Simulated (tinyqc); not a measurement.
From results back to parameters: standing waves and exposure in a photoresist film. Two cases, with inputs chosen for the exercise.

Problem. Bleaching of a resist on an index-matched plate: T(0) = T12 exp(-(A + B) d), T(end) = T12 exp(-B d), T12 = 1 - ((n1 - 1)/(n1 + 1))^2, and the first slope dT/dD = T(0) C A T12 (1 - exp(-(A + B) d))/(A + B). Here d = dT and D is the dose; A, B and C are hidden.

Case 1.

Values chosen (out of a larger set: a resist on Si, indices near tabulated ones; not measured data): n1 = 1.708 (resist index); dT = 0.153 micrometre (resist thickness on an index-matched plate).

T(0) = 0.874998
T(end) = 0.884420
dT/dD = 0.00029619 cm^2/mJ

Case 2.

Values chosen (out of a larger set: a resist on Al, indices near tabulated ones; not measured data): n1 = 1.704 (resist index); dT = 1.055 micrometre (resist thickness on an index-matched plate).

T(0) = 0.474548
T(end) = 0.903173
dT/dD = 0.0039331 cm^2/mJ

Find: A; B; C.

Solution. A = ln(T(end)/T(0))/d, B = ln(T12/T(end))/d, and the slope then gives C.

Case 1.

A = 0.07 1/micrometre
B = 0.34 1/micrometre
C = 0.035 cm^2/mJ

Case 2.

A = 0.61 1/micrometre
B = 0.03 1/micrometre
C = 0.019 cm^2/mJ

Computed by tinyqc, one run a case: `OMP_NUM_THREADS=1 python tinyqc.py N N+1 out.jsonl` with N = 1651628, 1651776; one thread of a shared Intel(R) Xeon(R) Processor @ 2.30GHz, about 0.01 s a run at most.
